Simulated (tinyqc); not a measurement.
Luttinger-Kohn k.p, four valence bands, step by step. One step of it, computed by the program tinyqc.

Question. Levels at k. Diagonalise the Hermitian matrix.

H(k) at k (eV):
```
                     3/2                 1/2                 -1/2                 -3/2
3/2             0.217356  0.019393+0.021896i   0.012735-0.113128i             0.000000
1/2   0.019393-0.021896i            0.099602             0.000000   0.012735-0.113128i
-1/2  0.012735+0.113128i            0.000000             0.099602  -0.019393-0.021896i
-3/2            0.000000  0.012735+0.113128i  -0.019393+0.021896i             0.217356
```

Give: eigenvalues.

Answer.

eigenvalues (eV): 0.0270  0.0270  0.2899  0.2899
